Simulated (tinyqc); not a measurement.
Inside a calculation. Method: RKS/LDA (VWN5) in the sto-3g basis, for BeH2, spin multiplicity 1. One step of it, computed by the program tinyqc.

Problem. Iteration 2: DIIS coefficients. Solve [B -1; -1 0][c; lambda] = [0; -1] for the coefficients, which sum to one.

B (overlaps of the stored error matrices):
```
,1,2
1,4.7152459e-02,1.4695378e-01
2,1.4695378e-01,1.7063618e+00
```

Give: DIIS coefficients.

Solution.

DIIS coefficients: 1.0684  -0.0684
